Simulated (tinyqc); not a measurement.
Changing the oxygen pressure P: defect equilibria of an oxide against oxygen pressure (mass action). Computed by tinyqc, a small Python program. Command: `OMP_NUM_THREADS=1 python tinyqc.py 3023667 3023668 out.jsonl brouwer sweep`. One thread of a shared host (Intel(R) Xeon(R) Processor @ 2.30GHz), about 0.01 s of CPU time with the checks.

Defects: oxygen vacancies V (charge +2), electrons n, holes p, the ionic partner X = V_M'''' (charge -4). Activities are taken equal to concentrations.

Inputs (values chosen for the exercise, for a model oxide): reduction enthalpy H_r = 3.53 eV; prefactor K_r0 = 1.3e+69 cm^-9 atm^(1/2); gap E_g = 3.19 eV; prefactor N_c N_v = 1.6e+42 cm^-6; disorder enthalpy H_s = 6.36 eV; prefactor K_s0 = 8.4e+67 cm^-9; temperature T = 1100 K; electron mobility mu_n = 0.034 cm^2/(V s); hole mobility mu_p = 0.18 cm^2/(V s); vacancy diffusion prefactor D_0 = 0.016 cm^2/s; vacancy migration energy E_m = 1 eV.

Ionic disorder: Schottky, oxide MO2. Dopant (singly charged, fully ionised): none.

Constants: k_B = 8.617333262e-05 eV/K; e = 1.602176634e-19 C.

Method:
- K_r = K_r0 exp(-H_r/k_B T) = [V] n^2 P^(1/2); K_i = N_c N_v exp(-E_g/k_B T) = n p; K_s = K_s0 exp(-H_s/k_B T) = [X] [V]^2.
- Neutrality: 2 [V] + p = n + 4 [X]. With n as the unknown, [V] = K_r/(n^2 P^(1/2)), p = K_i/n, [X] = K_s/[V]^2; the log ratio is ln(positive/negative).
- The root is found by 60 bisections in ln n between n = 1e-10 and 1e25 cm^-3.
- sigma_n = e n mu_n, sigma_p = e p mu_p, sigma_ion = 2 e [V] mu_V with mu_V = 2 e D/(k_B T) and D = D_0 exp(-E_m/k_B T); only the oxygen vacancies carry ionic current, and the ionic transport number is sigma_ion over the total.

One run for each value:
```
oxygen pressure P (atm)   n (cm^-3)  [V] (cm^-3)   p (cm^-3)  [X] (cm^-3)  total conductivity (S/cm)
1.00e-21                 1.7672e+21   8.8361e+20  2.1952e+06   7.8105e-04                 9.6292e+00
1.00e-18                 5.5884e+20   2.7942e+20  6.9418e+06   7.8105e-03                 3.0450e+00
1.00e-15                 1.7672e+20   8.8361e+19  2.1952e+07   7.8105e-02                 9.6292e-01
1.00e-12                 5.5884e+19   2.7942e+19  6.9418e+07   7.8105e-01                 3.0450e-01
1.00e-09                 1.7672e+19   8.8361e+18  2.1952e+08   7.8105e+00                 9.6292e-02
1.00e-06                 5.5884e+18   2.7942e+18  6.9418e+08   7.8105e+01                 3.0450e-02
1.00e-03                 1.7672e+18   8.8361e+17  2.1952e+09   7.8105e+02                 9.6292e-03
1.00e+00                 5.5884e+17   2.7942e+17  6.9418e+09   7.8105e+03                 3.0450e-03
```

Over the rows, n (cm^-3) falls from 1.77e21 to 5.59e17 (exponent d ln y / d ln x about -0.17 throughout); [V] (cm^-3) falls from 8.84e20 to 2.79e17 (exponent d ln y / d ln x about -0.17 throughout); p (cm^-3) rises from 2.20e6 to 6.94e9 (exponent d ln y / d ln x about 0.17 throughout). The largest terms of the neutrality condition are 2 [V] = n from row 1. Deep inside a regime n goes as P^(-1/6) for 2 [V] = n, P^(-1/4) where [V] is fixed, P^0 where n or p is fixed, and P^(-1/5) for p = 4 [X]. Left out: 1.00e-24 (the defects are no longer dilute).

Caution (rows 1.00e-21, 1.00e-18): one of n, p, [V] and [X] is above 2e20 cm^-3, near 1 % of the sites of a usual oxide, where defects associate and the ideal mass-action laws fail. Caution (rows 1.00e-21, 1.00e-18): the carrier density is near sqrt(N_c N_v), where the carriers are degenerate and n p = K_i fails.

Extremes, crossings and ranges named in words are read from the listed rows.
